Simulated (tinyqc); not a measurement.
Frequency dispersion of an accumulation capacitance by border traps, distributed model: one step of the calculation.

Traps spread evenly through the insulator exchange electrons with the semiconductor by tunnelling, with tau(x) = t0 exp(2 ka x) at depth x from the interface. The admittance per area Y seen at depth x obeys dY/dx = -Y^2/(i w eps0 eox) + q Nb ln(1 + i w tau)/tau, with Y(0) = i w Cs and w = 2 pi f; the gate sees Y(tox) = G + i w C. Working variable y = Y/(i w), in uF/cm^2. Cox = eps0 eox/tox.

Task. Scales and lumped estimate. Cox; trap-free value 1/(1/Cox + 1/Cs); response depth d = ln(1/(w t0))/(2 ka), where w tau = 1; lumped estimate: all traps within d act as C_bt = q Nb d placed at d/2, so C = 1/{1/[1/(1/Cs + d/(2 eps0 eox)) + C_bt] + (tox - d/2)/(eps0 eox)}.

Parameters, values chosen for the exercise; permittivity close to that of hafnium oxide: relative permittivity of the insulator eox = 19.9; insulator thickness tox = 4.2 nm; semiconductor capacitance in accumulation Cs = 0.78 uF/cm^2; density of border traps Nb = 9.7e19 cm^-3 eV^-1; decay constant of the wave function in the insulator ka = 6.5 1/nm; time constant of a trap at the interface t0 = 3e-11 s; frequency f = 1000 Hz.

Constants: q = 1.602176634e-19 C, eps0 = 8.8541878128e-14 F/cm where lengths are in cm. Results are converted to the units shown.

Wanted: Cox; trap-free C; d; C_bt; lumped C.

Result.

Cox = 4.1952 uF/cm^2
trap-free C = 0.65771 uF/cm^2
d = 1.1911 nm
C_bt = 1.8511 uF/cm^2
lumped C = 1.7020 uF/cm^2

The traps within reach amount to 2.37 Cs and lie in the first 28.4 % of the insulator.

Computed by the program tinyqc: `OMP_NUM_THREADS=1 python tinyqc.py 2202130 2202131 out.jsonl`, one thread of a shared Intel Xeon 2.30GHz, about 0.4 s for the whole run.
